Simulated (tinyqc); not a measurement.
Worked calculation: donors with valley-orbit split 1s states. Values are carried at full precision from step to step, so a last printed digit may differ when a step is redone from the rounded ones.

Each donor binds at most one electron, in any of its states. For a site s, W_s = sum over its states of g exp(E/kT), and the ionised share is 1/(1 + W_s exp(eta)), eta = (EF - Ec)/kT; n = Nc F_1/2(eta); neutrality n + NA = ND x (mean ionised share); holes are neglected. Nc from N = 2 (m kB T/(4 pi c))^(3/2) with c = hbar^2/2m0, in 1/angstrom^3; times 1e24 for 1/cm^3, m = md. F_j(eta) = (1/Gamma(j + 1)) integral_0^infinity x^j dx/(1 + exp(x - eta)), which tends to exp(eta) for eta << 0.

Constants: hbar^2/2m0 = 3.80998211 eV angstrom^2; kB = 8.617333262e-05 eV/K.

Values chosen for the exercise (near those of P in Si; the results hold for these values, not for the real material):
- md = 1.051 m0 (density-of-states mass of the conduction band)
- E = (44.2, 32, 31.1) meV (binding energies of 1s(A1), 1s(T2), 1s(E))
- g = (2, 6, 4) (their degeneracies with spin)
- T = 225 K
- ND = 2.3e+17 1/cm^3 (donors)
- NA = 0 1/cm^3 (compensating acceptors, all ionised)
- mu0 = 64 cm^2/(V s) (mobility at heavy doping)
- mu1 = 1412 cm^2/(V s) (mobility at light doping and 300 K)
- Nr = 9e+16 1/cm^3 (reference doping)
- de = 0.72 (doping exponent)
- ga = 2.3 (temperature exponent)

## Partition sums of the neutral donor

Give each term g exp(E/kT), W_s, and the effective degeneracy W_s exp(-E_ground/kT).

Nc = 1.7562e+19 1/cm^3

terms: 1s(A1) 19.55, 1s(T2) 31.26, 1s(E) 19.89

W_s: donor 70.693

effective degeneracy: donor 7.233

The ground state alone would give 2 and all states together 12; here the excited states hold 72 % of the bound electrons.

## Neutrality

Solve for eta.

eta = -4.793
n = 1.45e+17 1/cm^3

ionised share: donor 0.631

n is 0.631 of ND - NA.

## Mobility and resistivity

Mobility (Caughey-Thomas form): mu = mu0 + (mu1 (T/300)^(-ga) - mu0)/(1 + ((ND + NA)/Nr)^de); rho = 1/(e n mu), e = 1.602176634e-19 C.

Compare with full ionisation, n = ND - NA.

mu = 965.3 cm^2/(V s)
rho = 0.0446 ohm cm
rho at full ionisation = 0.0281 ohm cm

Incomplete ionisation raises rho by a factor 1.59.

## Checks

- n at ND = 1e13 1/cm^3 against the root of n^2 = (Nc/W)(ND - n) (1/cm^3): both 1.000e+13.

Program tinyqc; command `OMP_NUM_THREADS=1 python tinyqc.py 1650441 1650442 out.jsonl`; about 0.01 s on one thread of a shared Intel(R) Xeon(R) Processor @ 2.30GHz.
